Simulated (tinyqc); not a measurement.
Quasi-harmonic thermal expansion with mode Grueneisen parameters. Changing the Grueneisen parameter gamma_TA. Computed by tinyqc, a small Python program. Command: `OMP_NUM_THREADS=1 python tinyqc.py 3023924 3023925 out.jsonl qha sweep`. One thread of a shared host (Intel(R) Xeon(R) Processor @ 2.30GHz), about 0.09 s of CPU time with the checks.

A crystal with two atoms a cell; per atom there are 1 transverse acoustic (TA), 1/2 longitudinal acoustic (LA) and 3/2 optical (O) modes. Every frequency of group i scales as nu_i (V/V0)^(-gamma_i). Each group has one frequency. Static energy: E = (9 V0 B0/16) [y^3 B' + y^2 (2 - 4 y)], y = (V0/V)^(2/3) - 1, with pressure P_s = (3 B0/2) (z^7 - z^5) [1 + (3/4)(B' - 4)(z^2 - 1)], z = (V0/V)^(1/3).

Inputs (values chosen for the exercise, for a model crystal):

| quantity | value | unit |
|---|---|---|
| static volume V0 | 24 | angstrom^3/atom |
| static bulk modulus B0 | 43.3 | GPa |
| static B' | 3.86 | - |
| frequency nu_TA | 6.19 | THz |
| frequency nu_LA | 12.4 | THz |
| frequency nu_O | 17.4 | THz |
| Grueneisen parameter gamma_LA | 1.9 | - |
| Grueneisen parameter gamma_O | 1.2 | - |
| temperature T | 200 | K |
| step factor f | 0.6 | - |

Acoustic groups: Einstein.

Constants: h x 1 THz = 4.135667696 meV; k_B = 8.617333262e-05 eV/K; 1 eV/angstrom^3 = 160.2176634 GPa.

Method:
- For a mode with x = h nu/(k_B T), n = 1/(exp(x) - 1): U = h nu (n + 1/2), C/k_B = x^2 n (n + 1); U_i and C_i sum these over group i with its weight per atom.
- Phonon pressure P_ph = sum_i gamma_i U_i/V.
- gamma_th = sum gamma_i C_i / sum C_i; volume expansion coefficient alpha_V = gamma_th C k_B/(B0 V0); linear coefficient alpha_V/3; first-order volume change P_ph/B0.
- Start at V0 and step V(new) = V [1 + f (P_s + P_ph)/B0]; stop when |P_s + P_ph| < 1e-8 GPa, after 60 steps, or when V leaves 0.7 to 1.3 V0.
- B_T = -V d(P_s + P_ph)/dV at fixed T (central difference, step 1e-4 V); alpha_V = sum gamma_i C_i k_B/(B_T V), all at V(T); the linear coefficient is alpha_L = alpha_V/3.
- C_P - C_V = alpha_V^2 B_T V T; the optical frequency is nu_O (V/V0)^(-gamma_O).
- At T = 0, U_i is the zero-point energy (h nu/2 a mode); solve P_s + P_ph = 0.

One run for each value:

| Grueneisen parameter gamma_TA | linear expansion coefficient (ppm/K) | gamma_th at V0 | volume change from V0 (%) | zero-point volume change (%) |
|---|---|---|---|---|
| -2.2 | -3.663e+00 | -0.575 | 0.750 | 0.926 |
| -1.7 | -1.831e+00 | -0.297 | 0.908 | 1.028 |
| -1.2 | 1.746e-02 | -0.018 | 1.068 | 1.131 |
| -0.7 | 1.883e+00 | 0.260 | 1.228 | 1.233 |
| -0.2 | 3.766e+00 | 0.538 | 1.388 | 1.334 |
| 0.3 | 5.668e+00 | 0.816 | 1.548 | 1.435 |
| 0.8 | 7.589e+00 | 1.094 | 1.709 | 1.534 |
| 1.3 | 9.530e+00 | 1.373 | 1.869 | 1.632 |
| 1.8 | 1.149e+01 | 1.651 | 2.028 | 1.728 |

Over the rows, linear expansion coefficient (ppm/K) rises from -3.66 to 11.5; gamma_th at V0 rises from -0.575 to 1.65; volume change from V0 (%) rises from 0.750 to 2.03. The expansion changes sign between gamma_TA = -1.7 and -1.2, where gamma_TA C_TA cancels the other groups.
